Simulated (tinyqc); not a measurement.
Inside a calculation. Method: empirical pseudopotential in a few plane waves. One step of it, computed by the program tinyqc.

Question. Bloch Hamiltonian at G. Basis: the 15 shortest G (labels in 2 pi/a), the same at every k. H(G,G') = c |k + G|^2 delta + VS(|G-G'|^2) cos((G-G').tau) + i VA sin((G-G').tau), tau = a/8 (1,1,1); 1 Ry = 13.605693 eV.

Parameters chosen for this model: fcc lattice, atoms at +/- a/8 (1,1,1); form factors in rydberg at |G|^2 in units of (2 pi/a)^2:
```
parameter                 value      unit
a                      5.650000  angstrom
VS(3)                 -0.237000        Ry
VS(8)                  0.018000        Ry
VS(11)                 0.057000        Ry
VA(3)                  0.108000        Ry
VA(4)                  0.073000        Ry
VA(11)                 0.006000        Ry
hbar^2/2m (2 pi/a)^2   4.711788        eV
```

k point G (2 pi / a): 0  0  0

Give: H(k) at G.

Answer.

H(k) at G (eV):
```
                 +0+0+0           -1-1-1           -1-1+1           -1+1-1
+0+0+0           0.0000   2.2801+1.0390i  -2.2801+1.0390i  -2.2801+1.0390i
-1-1-1   2.2801-1.0390i          14.1354   0.0000-0.9932i   0.0000-0.9932i
-1-1+1  -2.2801-1.0390i   0.0000+0.9932i          14.1354           0.2449
-1+1-1  -2.2801-1.0390i   0.0000+0.9932i           0.2449          14.1354
-1+1+1  -2.2801+1.0390i          -0.2449   0.0000+0.9932i   0.0000+0.9932i
+1-1-1  -2.2801-1.0390i   0.0000+0.9932i           0.2449           0.2449
+1-1+1  -2.2801+1.0390i          -0.2449   0.0000+0.9932i           0.0000
+1+1-1  -2.2801+1.0390i          -0.2449           0.0000   0.0000+0.9932i
+1+1+1   2.2801+1.0390i           0.0000          -0.2449          -0.2449
-2+0+0   0.0000-0.9932i  -2.2801+1.0390i  -2.2801-1.0390i  -2.2801-1.0390i
+0-2+0   0.0000-0.9932i  -2.2801+1.0390i  -2.2801-1.0390i   0.5484-0.0577i
+0+0-2   0.0000-0.9932i  -2.2801+1.0390i   0.5484-0.0577i  -2.2801-1.0390i
+0+0+2   0.0000+0.9932i  -0.5484-0.0577i   2.2801+1.0390i  -0.5484+0.0577i
+0+2+0   0.0000+0.9932i  -0.5484-0.0577i  -0.5484+0.0577i   2.2801+1.0390i
+2+0+0   0.0000+0.9932i  -0.5484-0.0577i  -0.5484+0.0577i  -0.5484+0.0577i

                 -1+1+1           +1-1-1           +1-1+1           +1+1-1
+0+0+0  -2.2801-1.0390i  -2.2801+1.0390i  -2.2801-1.0390i  -2.2801-1.0390i
-1-1-1          -0.2449   0.0000-0.9932i          -0.2449          -0.2449
-1-1+1   0.0000-0.9932i           0.2449   0.0000-0.9932i           0.0000
-1+1-1   0.0000-0.9932i           0.2449           0.0000   0.0000-0.9932i
-1+1+1          14.1354           0.0000           0.2449           0.2449
+1-1-1           0.0000          14.1354   0.0000-0.9932i   0.0000-0.9932i
+1-1+1           0.2449   0.0000+0.9932i          14.1354           0.2449
+1+1-1           0.2449   0.0000+0.9932i           0.2449          14.1354
+1+1+1   0.0000+0.9932i          -0.2449   0.0000+0.9932i   0.0000+0.9932i
-2+0+0   2.2801-1.0390i   0.5484-0.0577i  -0.5484-0.0577i  -0.5484-0.0577i
+0-2+0  -0.5484-0.0577i  -2.2801-1.0390i   2.2801-1.0390i  -0.5484-0.0577i
+0+0-2  -0.5484-0.0577i  -2.2801-1.0390i  -0.5484-0.0577i   2.2801-1.0390i
+0+0+2  -2.2801+1.0390i  -0.5484+0.0577i  -2.2801+1.0390i   0.5484+0.0577i
+0+2+0  -2.2801+1.0390i  -0.5484+0.0577i   0.5484+0.0577i  -2.2801+1.0390i
+2+0+0   0.5484+0.0577i   2.2801+1.0390i  -2.2801+1.0390i  -2.2801+1.0390i

                 +1+1+1           -2+0+0           +0-2+0           +0+0-2
+0+0+0   2.2801-1.0390i   0.0000+0.9932i   0.0000+0.9932i   0.0000+0.9932i
-1-1-1           0.0000  -2.2801-1.0390i  -2.2801-1.0390i  -2.2801-1.0390i
-1-1+1          -0.2449  -2.2801+1.0390i  -2.2801+1.0390i   0.5484+0.0577i
-1+1-1          -0.2449  -2.2801+1.0390i   0.5484+0.0577i  -2.2801+1.0390i
-1+1+1   0.0000-0.9932i   2.2801+1.0390i  -0.5484+0.0577i  -0.5484+0.0577i
+1-1-1          -0.2449   0.5484+0.0577i  -2.2801+1.0390i  -2.2801+1.0390i
+1-1+1   0.0000-0.9932i  -0.5484+0.0577i   2.2801+1.0390i  -0.5484+0.0577i
+1+1-1   0.0000-0.9932i  -0.5484+0.0577i  -0.5484+0.0577i   2.2801+1.0390i
+1+1+1          14.1354  -0.5484-0.0577i  -0.5484-0.0577i  -0.5484-0.0577i
-2+0+0  -0.5484+0.0577i          18.8472           0.2449           0.2449
+0-2+0  -0.5484+0.0577i           0.2449          18.8472           0.2449
+0+0-2  -0.5484+0.0577i           0.2449           0.2449          18.8472
+0+0+2  -2.2801-1.0390i          -0.2449          -0.2449           0.0000
+0+2+0  -2.2801-1.0390i          -0.2449           0.0000          -0.2449
+2+0+0  -2.2801-1.0390i           0.0000          -0.2449          -0.2449

                 +0+0+2           +0+2+0           +2+0+0
+0+0+0   0.0000-0.9932i   0.0000-0.9932i   0.0000-0.9932i
-1-1-1  -0.5484+0.0577i  -0.5484+0.0577i  -0.5484+0.0577i
-1-1+1   2.2801-1.0390i  -0.5484-0.0577i  -0.5484-0.0577i
-1+1-1  -0.5484-0.0577i   2.2801-1.0390i  -0.5484-0.0577i
-1+1+1  -2.2801-1.0390i  -2.2801-1.0390i   0.5484-0.0577i
+1-1-1  -0.5484-0.0577i  -0.5484-0.0577i   2.2801-1.0390i
+1-1+1  -2.2801-1.0390i   0.5484-0.0577i  -2.2801-1.0390i
+1+1-1   0.5484-0.0577i  -2.2801-1.0390i  -2.2801-1.0390i
+1+1+1  -2.2801+1.0390i  -2.2801+1.0390i  -2.2801+1.0390i
-2+0+0          -0.2449          -0.2449           0.0000
+0-2+0          -0.2449           0.0000          -0.2449
+0+0-2           0.0000          -0.2449          -0.2449
+0+0+2          18.8472           0.2449           0.2449
+0+2+0           0.2449          18.8472           0.2449
+2+0+0           0.2449           0.2449          18.8472
```
